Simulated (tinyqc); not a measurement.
Molecular dynamics of a small cluster by velocity Verlet steps: one step, computed by the program tinyqc.

E = sum_i {sum_j A exp(-p (r_ij/r0 - 1)) - xi sqrt(rho_i)}, rho_i = sum_j exp(-2 q (r_ij/r0 - 1)); the force on i is -sum_j w_ij (R_i - R_j)/r_ij with w_ij = -(2p/r0) A exp(-p (r_ij/r0 - 1)) + (xi q/r0) exp(-2 q (r_ij/r0 - 1)) (rho_i^(-1/2) + rho_j^(-1/2)).

Problem. Step 1. Velocity Verlet: a = c F/M with c = 9.648533212e-3 angstrom/fs^2 per eV/(angstrom u); R(new) = R + v dt + a dt^2/2; v(new) = v + (a + a(new)) dt/2. Kinetic energy K = M v^2/(2c); temperature T = 2K/((3N - 3) k_B), rotation of the cluster included.

Inputs (values chosen for the exercise, for model atoms):

| quantity | value | unit |
|---|---|---|
| length r0 | 2.34 | angstrom |
| repulsion A | 0.18 | eV |
| hopping xi | 2.01 | eV |
| decay p | 9.92 | - |
| decay q | 3.08 | - |
| atomic mass M | 119 | u |
| time step dt | 1.4 | fs |

Potential: Gupta. Thermostat: none.

starting positions (angstrom):
```
            x      y      z
atom 1      0   0.02      0
atom 2   2.16  -0.04      0
atom 3   2.18   2.15   0.02
atom 4  -0.01   2.14      0
atom 5   1.08   1.09   1.54
atom 6    1.1   1.03  -1.53
```

starting velocities (angstrom/fs):
```
               x         y         z
atom 1  -0.00129   0.00159  -0.00075
atom 2   0.00045   -0.0027   0.00153
atom 3    -7e-05   0.00093  -0.00112
atom 4   0.00165  -0.00013  -0.00096
atom 5   -0.0011  -0.00059   0.00033
atom 6   0.00036   0.00091   0.00098
```

Constants: 1 eV/(angstrom u) = 9.648533212e-03 angstrom/fs^2; k_B = 8.617333262e-05 eV/K.

Give: positions after step 1; new forces; velocities after step 1; total energy.

Solution.

positions after step 1 (angstrom):
```
             x       y       z
atom 1  -0.002   0.022  -0.001
atom 2   2.161  -0.044   0.002
atom 3   2.180   2.151   0.018
atom 4  -0.008   2.140  -0.001
atom 5   1.078   1.089   1.540
atom 6   1.101   1.031  -1.529
```

new forces (eV/angstrom):
```
              x        y        z
atom 1   0.2049  -0.1003   0.1111
atom 2  -0.3646   0.5939   0.1512
atom 3  -0.5763  -0.6301  -0.1140
atom 4   0.5118  -0.0475  -0.0892
atom 5   0.1241  -0.0789  -0.5593
atom 6   0.1000   0.2629   0.5003
```

velocities after step 1 (angstrom/fs):
```
                x          y          z
atom 1  -0.001267   0.001580  -0.000738
atom 2   0.000411  -0.002635   0.001548
atom 3  -0.000136   0.000860  -0.001134
atom 4   0.001710  -0.000137  -0.000971
atom 5  -0.001087  -0.000599   0.000268
atom 6   0.000370   0.000941   0.001037
```

total energy = -21.43 eV
